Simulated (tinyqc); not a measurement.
Image-sensor pixel with a pinned photodiode, signal and noise: one step of the calculation.

A buried n layer between a heavily doped p+ surface layer and a p layer is emptied into a floating diffusion, read through a source follower with correlated double sampling (reset noise cancelled). One-dimensional abrupt junctions; no blooming, lag or crosstalk.

Problem. Noise budget. Signal S = QE Ph; variance = S + dark rate x ti + (read noise)^2 + (pr S)^2; SNR = 20 log10(S/noise); dynamic range 20 log10(FW/noise at S = 0).

Parameters, values chosen for the exercise; material values close to those of silicon:

| symbol | value | unit | meaning |
|---|---|---|---|
| pr | 1.3 | % | gain non-uniformity |
| ti | 1 | ms | exposure |
| Ph | 3700 |  | photons on the photodiode per exposure |

QE = 0.58946413
generation rate = 0.025470480 electrons/s
diffusion rate = 6.5685465e-4 electrons/s
read noise = 0.87985144 electrons
FW = 5046.7174 electrons

Give: S; variances; noise; SNR; dynamic range.

Solution.

S = 2181 electrons
variances (electrons^2): photon shot 2181, dark shot 2.613e-5, read 0.7741, non-uniformity 803.9
noise = 54.64 electrons
SNR = 32.02 dB
dynamic range = 75.17 dB

The largest part, 73.0 % of the variance, is photon shot noise.

Computed by the program tinyqc: `OMP_NUM_THREADS=1 python tinyqc.py 2630011 2630012 out.jsonl`, one thread of a shared Intel Xeon 2.30GHz, about 0.01 s for the whole run.
